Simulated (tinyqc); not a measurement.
Undoped gate-all-around wire MOSFET, analytic charge model: two steps of the calculation.

An undoped round wire of radius R under an insulator shell and a surrounding gate; long channel, electrons only, n = ni exp((psi - V)/Vt) with V the quasi-Fermi potential (0 at the source, Vd at the drain), constant mobility, no quantisation. The radial Poisson equation gives n(r) = n(0)/(1 - (1 - b) r^2/R^2)^2 with b = Q0/(Q + Q0). Q is the electron charge per area of the wire surface.

Parameters, values chosen for the exercise; material values close to those of gallium arsenide:

| symbol | value | unit | meaning |
|---|---|---|---|
| T | 293 | K | temperature |
| Eg | 1.43 | eV | band gap |
| eps_r | 13 |  | relative permittivity of the semiconductor |
| Nc | 4.22e17 | cm^-3 | conduction-band density of states at T |
| Nv | 8.8e18 | cm^-3 | valence-band density of states at T |
| eox | 8.64 |  | relative permittivity of the gate insulator |
| tox | 3.9 | nm | insulator thickness |
| R | 20 | nm | wire radius |
| dphi | 0.15 | V | gate work function less that of the intrinsic body |
| mu | 410 | cm^2/(V s) | channel mobility |
| L | 2 | um | gate length |
| Vd | 0.3 | V | drain voltage |

Constants: q = 1.602176634e-19 C, kB = 1.380649e-23 J/K, Vt = kB T/q, eps0 = 8.8541878128e-14 F/cm where lengths are in cm. Results are converted to the units shown.

Task 1. Constants of the wire. ni = sqrt(Nc Nv) exp(-Eg/(2 Vt)), Eg in volts; Cox = eps0 eox/(R ln(1 + tox/R)); Q0 = 4 eps0 eps_r Vt/R; V0 = dphi + Vt ln[8 eps0 eps_r Vt/(q ni R^2)].

Wanted: ni; Cox; Q0; V0.

Result 1.

ni = 9.693e5 cm^-3
Cox = 2.147 uF/cm^2
Q0 = 58.12 nC/cm^2
V0 = 0.8228 V

Task 2. Drain current and line charge. Q solves Vg - V0 - V = Q/Cox + Vt ln(Q/Q0) + Vt ln(1 + Q/Q0). I = mu (2 pi R/L)[2 Vt (Qs - Qd) + (Qs^2 - Qd^2)/(2 Cox) + Vt Q0 ln((Qd + Q0)/(Qs + Q0))], with Qs at V = 0 and Qd at V = Vd. Electrons per length at the source: 2 pi R Qs/q; surface over centre density: (1 + Qs/Q0)^2.

Qs = 522.96111 nC/cm^2
Qd = 69.913484 nC/cm^2
Cox = 2.1471182 uF/cm^2
Q0 = 58.124949 nC/cm^2

Find: first term; second term; third term; I; electrons per length; surface over centre density.

Result 2.

first term = 0.5894 uA
second term = 1.611 uA
third term = -0.05718 uA
I = 2.144 uA
electrons per length = 4.102 1/nm
surface over centre density = 99.94

The square-law term makes up 75.2 % of the current.

Numbers from tinyqc (`OMP_NUM_THREADS=1 python tinyqc.py 2460172 2460173 out.jsonl`; about 0.03 s on one thread of a shared Intel Xeon 2.30GHz).
